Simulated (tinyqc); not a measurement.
## Length offset and series resistance from crossing lines

Question. R_total = Rs + k (L - dL)/Vo with constant Rs, dL and k. Find k, dL and Rs.

R_total at (L, Vo) = (50, 0.38), (100, 0.38), (50, 0.86) and (100, 0.86), L in nm and Vo in V (ohm um): [459.15789, 932.84211, 249.76744, 459.06977]

Solution. At each overdrive R is a straight line in L with slope k/Vo; the two lines cross at L = dL, R = Rs.

k = 3.600 ohm um V/nm
dL = 10.40 nm
Rs = 84.00 ohm um

Computed by the program tinyqc: `OMP_NUM_THREADS=1 python tinyqc.py 2282070 2282071 out.jsonl`, one thread of a shared Intel Xeon 2.30GHz, about 0.05 s for the whole run.
